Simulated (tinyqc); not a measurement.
The three schemes as the step is halved: finite-difference solution of the diffusion equation on a small grid. Computed by tinyqc, a small Python program. Command: `OMP_NUM_THREADS=1 python tinyqc.py 3006735 3006736 out.jsonl fdiff walk`. One thread of a shared host (Intel(R) Xeon(R) Processor @ 2.30GHz), about 0.01 s of CPU time with the checks.

dC/dt = D d2C/dx2 on nodes x_j = j dx, j = 0..8; the far end is sealed.

Inputs (values chosen for the exercise):

| quantity | value | unit |
|---|---|---|
| diffusivity D | 0.35 | nm^2/s |
| grid spacing dx | 25 | nm |
| time step dt | 3400 | s |
| final time t_f | 27200 | s |
| loss velocity h | 0.0011 | nm/s |

Boundary at x = 0: surface loss. Scheme: implicit.

start values C_j, j = 0, 1, ... (% of a reference): 3.78  34  51.9  100  75  34.1  6.34  0  0

Method:
- The operator M acts as (M C)_j = C_(j-1) - 2 C_j + C_(j+1); at the sealed far end a mirror node gives 2 C_(N-2) - 2 C_(N-1); at j = 0, the outward flux h C_0 gives 2 C_1 - (2 + 2 h dx/D) C_0.
- r = D dt/dx^2.
- The mode of M with eigenvalue mu has its amplitude multiplied per step by g = (1 + (1 - theta) r mu)/(1 - theta r mu), with theta = 0 explicit, 1 implicit, 1/2 Crank-Nicolson; the explicit scheme is stable for r up to 2/|mu_min|.
- With r = D dt/dx^2: (1 - theta r M) C(new) = (1 + (1 - theta) r M) C(old); theta = 0 explicit, 1 implicit, 1/2 Crank-Nicolson.
- Each run reaches t_f in n equal steps; errors are the largest difference from exp(M D t_f/dx^2) C(0). A dash marks unstable explicit runs.

largest stable r of the explicit scheme = 0.498474

Largest error at t_f (%):

| steps n | r | explicit | implicit | Crank-Nicolson |
|---|---|---|---|---|
| 4 | 3.8080 | - | 1.8832 | 3.7161e+00 |
| 8 | 1.9040 | - | 0.8994 | 1.7048e-01 |
| 16 | 0.9520 | - | 0.4388 | 1.2657e-02 |
| 32 | 0.4760 | 0.50848 | 0.2170 | 3.1737e-03 |
| 64 | 0.2380 | 0.10908 | 0.1080 | 7.9404e-04 |
| 128 | 0.1190 | 0.05442 | 0.0541 | 1.9855e-04 |
| 256 | 0.0595 | 0.02717 | 0.0271 | 4.9639e-05 |

What does the comparison show, and why?

From the last two rows, halving the step divides the error by 2.00 (explicit), 2.00 (implicit), 4.00 (Crank-Nicolson): a factor 2 marks first order in dt and 4 second order. The explicit scheme needs n of at least 31 to be stable; the other two are stable at any step.

Extremes, crossings and ranges named in words are read from the listed rows.
